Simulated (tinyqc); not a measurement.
Inside a calculation. Model: MOS capacitor with interface traps: C-V stretch-out, conductance peak and subthreshold swing. Computed by tinyqc, a small Python program that keeps every step. Command: `OMP_NUM_THREADS=1 python tinyqc.py 3029959 3029960 out.jsonl mostraps walk`. One thread of a shared host (Intel(R) Xeon(R) Processor @ 2.30GHz), about 0.01 s of CPU time with the checks. Intermediate numbers are printed to about 5 digits and carried at full precision; extremes and crossings named in words are read from the listed rows.

Energies at the interface are counted from the valence band. psi > 0 means bending towards depletion, so the surface potential is -psi. Boltzmann statistics, full ionisation, no quantum confinement. Traps are neutral when filled up to E_n, with a sharp (zero-temperature) occupation.

Inputs (values chosen for the exercise, for a model semiconductor):
```
quantity                              value         unit
gap E_g                                1.54           eV
electron mass m_e                    0.0579          m_0
valleys M_c                               1            -
hole mass m_h                         0.766          m_0
dielectric constant eps_s              15.6            -
doping N                            1.9e+16        cm^-3
insulator constant eps_ox              7.42            -
insulator thickness t_ox                 10           nm
work-function difference phi_ms        0.28            V
fixed charge N_f                    3.4e+10        cm^-2
trap density D_0                    2.6e+12  cm^-2 eV^-1
neutrality level E_n                  0.904           eV
capture cross-section sigma           1e-15         cm^2
band bending towards depletion psi     0.27            V
temperature T                           200            K
peak density D_1                    1.2e+13  cm^-2 eV^-1
peak width w                           0.11           eV
peak position E_p                      0.83           eV
```

Substrate: n-type. Trap spectrum: flat plus a Gaussian peak.

Constants: m_0 = 9.1093837015e-31 kg; k_B = 1.380649e-23 J/K; h = 6.62607015e-34 J s; k_B = 8.617333262e-05 eV/K; eps_0 = 8.8541878128e-12 F/m; e = 1.602176634e-19 C.

## Substrate and insulator

N_c = 2 M_c (2 pi m_e k_B T/h^2)^(3/2) and N_v = 2 (2 pi m_h k_B T/h^2)^(3/2), masses in units of m_0. n_i = sqrt(N_c N_v) exp(-E_g/2 k_B T); E_F = E_g - k_B T ln(N_c/N); phi_B = (k_B T/e) ln(N/n_i); L_D = sqrt(eps_s eps_0 k_B T/(e^2 N)); C_ox = eps_ox eps_0/t_ox.

k_B T = 0.017235 eV

n_i = 0.052176 cm^-3

bulk E_F = 1.5003 eV

phi_B = 0.69691 V

Debye length L_D = 27.964 nm

C_ox = 0.65698 microF/cm^2

effective density of states of the majority band = 1.9031e+17 cm^-3

Caution: the bulk E_F lies within 3 k_B T of the majority band, where the dopants may be only partly ionised.

## Charges at the given band bending

With u = psi/k_B T and r = (n_i/N)^2: F = sqrt(exp(-u) + u - 1 + r (exp(u) - u - 1)); Q_s = +sign(u) sqrt(2) eps_s eps_0 (k_B T/e) F/L_D; C_s = (eps_s eps_0/(sqrt(2) L_D)) |1 - exp(-u) + r (exp(u) - 1)|/F; at high frequency, below strong inversion, the terms in r are dropped. D(E) = D_0 + D_1 exp(-(E - E_p)^2/2 w^2). E_F at the interface is E_s = E_F - psi; Q_it = -e int from E_n to E_s of D(E) dE; C_it = e D(E_s) (per volt); V_G = phi_ms - psi - (Q_s + Q_it + e N_f)/C_ox.

E_s = 1.2303 eV

Q_s = 0.046104 microC/cm^2

C_s = 0.091200 microF/cm^2

C_s at high frequency = 0.091200 microF/cm^2

D(E_s) = 2.6160e+12 cm^-2 eV^-1

Q_it = -0.26867 microC/cm^2

C_it = 0.41913 microF/cm^2

gate voltage V_G = 0.34049 V

The traps hold negative charge because E_s lies above E_n. Caution: traps deeper than about 24 k_B T and minority carriers reach equilibrium slowly or not at all, so the charges here are limits for very slow sweeps.

## Capacitances, high-low extraction and swing

C_LF = [1/C_ox + 1/(C_s + C_it)]^-1; C_HF = [1/C_ox + 1/C_s(HF)]^-1; high-low estimate D = [(1/C_LF - 1/C_ox)^-1 - (1/C_HF - 1/C_ox)^-1]/e; stretch-out |dV_G/d psi| = 1 + (C_s + C_it)/C_ox; swing factor at this bending (the subthreshold swing when psi lies between phi_B and 2 phi_B) S = ln(10) (k_B T/e)(1 + (C_s(HF) + C_it)/C_ox).

C_LF = 0.28722 microF/cm^2

C_HF = 0.080083 microF/cm^2

high-low estimate of D = 2.6160e+12 cm^-2 eV^-1

stretch-out = 1.7768

swing factor S = 70.510 mV/decade

The traps add 25.32 mV/decade to the swing, whose thermal limit is 39.7; psi is below phi_B, so S is not yet the subthreshold swing of a transistor.

## Conductance peak

v = sqrt(3 k_B T/m) with the majority mass; surface density n_s = N exp(-psi/k_B T); tau = 1/(sigma v n_s); for a continuum of levels G_p/omega = C_it ln(1 + omega^2 tau^2)/(2 omega tau), which peaks at omega tau = 1.98, the frequency 1.98/(2 pi tau); potential fluctuations are left out.

v = 3.9631e+07 cm/s

n_s = 2.9857e+09 cm^-3

trap time constant = 0.0084511 s

peak frequency = 37.288 Hz

peak of G_p/omega = 0.16864 microF/cm^2

The peak lies below 100 Hz: these traps are too slow for the usual window and need a higher temperature.

## The C-V curve with and without traps

C/C_ox = 1/(1 + C_ox/(C_s + C_it)) at low frequency; without traps C_it = Q_it = 0; the high-frequency column uses C_s(HF) alone.

Along the curve:
```
psi (V)  E_s (eV)  V_G (V)  V_G, no traps (V)  C_LF/C_ox  C_LF/C_ox, no traps  C_HF/C_ox  D (cm^-2 eV^-1)
0.00862    1.4917   0.8319         2.5711e-01    0.56042              0.39056    0.39056       2.6000e+12
0.20900    1.2913   0.4493         1.5838e-03    0.44255              0.13746    0.13746       2.6018e+12
0.40700    1.0933   0.0930        -2.2243e-01    0.47718              0.10055    0.10055       3.2841e+12
0.60400    0.8963  -0.4625        -4.3921e-01    0.75994              0.08350    0.08350       1.2607e+13
0.80100    0.6993  -1.2927        -6.5286e-01    0.68328              0.07307    0.07307       8.5233e+12
0.99900    0.5013  -1.7245        -8.6560e-01    0.42468              0.06580    0.06580       2.7381e+12
1.20000    0.3003  -2.0676        -1.0801e+00    0.41116              0.06030    0.06030       2.6001e+12
1.39000    0.1103  -2.3906        -1.2827e+00    0.42556              0.09647    0.05622       2.6000e+12
```

The same range of bending takes 3.223 V with traps and 1.540 V without: a stretch-out of 109.3 %. The minimum of C_LF/C_ox among these rows rises from 0.060 to 0.411. Fixed charge shifts both curves rigidly by -0.008 V, while the shift from trap charge changes sign where E_s passes E_n. Caution: with a gap of more than 50 k_B T deep traps and minority carriers reach equilibrium slowly or not at all, so this curve is a limit for very slow sweeps.

Checks made by the program: C_s against a finite difference of Q_s (relative difference 2e-10); C_it against a finite difference of Q_it (relative difference 1e-10).
